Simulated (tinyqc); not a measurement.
From results back to parameters: free-carrier optics of a doped semiconductor (Drude model with one polar phonon). Two cases, with inputs chosen for the exercise.

Problem. The upper coupled mode solves E^4 - (wL^2 + Ep^2) E^2 + Ep^2 wT^2 = 0 with wL = wT sqrt(es/ei); N is hidden.

eps(E) = ei [1 - Ep^2/(E^2 + i E Gam)] + (es - ei) wT^2/(wT^2 - E^2 - i E gT), with Ep^2 = 8 pi c (e^2/(4 pi eps0)) N/(m ei), c = hbar^2/2m0, N in 1/angstrom^3 (1e-24 per 1/cm^3); Gam = hbar/tau, tau = mu m m0/e with m0/e = 5.685630e-12 kg/C and mu in m^2/(V s). Energies in meV.

Constants: hbar^2/2m0 = 3.80998211 eV angstrom^2; e^2/(4 pi eps0) = 14.39964547 eV angstrom.

Case 1.

Values chosen (mass and dielectric values near those of GaAs; N and mu are free inputs; interband absorption and the rise of the mass with filling are left out; not measured data): m = 0.0701 m0 (conductivity mass); ei = 10.6 (high-frequency dielectric constant); wT = 33.3 meV (TO phonon); es = 12.75 (static dielectric constant).

L+ = 86.6076 meV

Case 2.

Values chosen (mass and dielectric values near those of GaN; N and mu are free inputs; interband absorption and the rise of the mass with filling are left out; not measured data): m = 0.209 m0 (conductivity mass); ei = 5.29 (high-frequency dielectric constant); wT = 68.5 meV (TO phonon); es = 9.26 (static dielectric constant).

L+ = 98.4560 meV

Find: Ep; N; L-.

Solution. Ep^2 = L+^2 (L+^2 - wL^2)/(L+^2 - wT^2); the product of the roots gives L- = Ep wT/L+.

Case 1.

Ep = 85.07 meV
N = 3.90e+18 1/cm^3
L- = 32.71 meV

Case 2.

Ep = 53.56 meV
N = 2.30e+18 1/cm^3
L- = 37.26 meV

Computed by tinyqc, one run a case: `OMP_NUM_THREADS=1 python tinyqc.py N N+1 out.jsonl` with N = 1652490, 1652601; one thread of a shared Intel(R) Xeon(R) Processor @ 2.30GHz, about 0.01 s a run at most.
